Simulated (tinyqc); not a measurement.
X-ray photoelectron analysis of a thin oxide on a semiconductor: attenuation lengths, thickness, angle series and band offsets: one step, computed by the program tinyqc.

The same element is seen in the oxide and in the substrate, at nearly the same kinetic energy; films are flat and uniform, and the work function is ignored.

Task: Inelastic mean free paths. TPP-2M: lambda = E/(E_p^2 [b ln(c E) - C/E + D/E^2]) in angstrom, E_p = 28.8 sqrt(N_v rho/M), b = -0.10 + 0.944/sqrt(E_p^2 + E_g^2) + 0.069 rho^0.1, c = 0.191/sqrt(rho), U = N_v rho/M, C = 1.97 - 0.91 U, D = 53.4 - 20.8 U, with E = photon energy less binding energy in eV. Attenuation length L = factor x lambda.

Inputs (values chosen for the exercise, modelled on SiO2 on 4H-SiC):
```
quantity,value,unit
photon energy,1486.6,eV
binding energy of the core level,100.5,eV
oxide density,2.27,g/cm^3
oxide formula mass,60.08,g/mol
valence electrons per oxide formula,16,-
oxide gap,8.86,eV
substrate density,3.21,g/cm^3
substrate formula mass,40.1,g/mol
valence electrons per substrate formula,8,-
substrate gap,3.26,eV
attenuation length over inelastic mean free path,0.94,-
```

Give: kinetic energy E; the table «Terms» with the columns E_p (eV), b, c, lambda (nm), for layer = oxide, substrate; L in the oxide; L in the substrate.

Result:

kinetic energy E = 1386.1 eV

Terms:
```
layer,E_p (eV),b,c,lambda (nm)
oxide,22.39,0.01410,0.1268,3.847
substrate,23.05,0.01809,0.1066,2.919
```

L in the oxide = 3.616 nm

L in the substrate = 2.744 nm
